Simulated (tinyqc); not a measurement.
# Landau coefficient from the swing

Inverse problem. Below threshold and near Q = 0, a ferroelectric film of thickness tf changes the swing n Vt ln 10 by the factor 1 + 2 al tf Cp, and al = -3 sqrt(3) Ec/(4 Pr) (1 nm times 1 kV/cm is 1e-4 V). Find n, al and Pr.

Inputs (values chosen for the exercise): temperature T = 300 K; coercive field Ec = 1200 kV/cm; overlap capacitance per gate area Cp = 0.44 uF/cm^2.

Constants: q = 1.602176634e-19 C, kB = 1.380649e-23 J/K, Vt = kB T/q. Results are converted to the units shown.

swing without the film and with tf = 5.1 nm (mV/decade): [72.622244, 66.271338]

Answer. The first swing gives n, the ratio of the two gives al, and Ec then gives Pr.

n = 1.220
al = -194.9 kV cm/uC
Pr = 8.000 uC/cm^2

Numbers from tinyqc (`OMP_NUM_THREADS=1 python tinyqc.py 2860018 2860019 out.jsonl`; about 0.02 s on one thread of a shared Intel Xeon 2.30GHz).
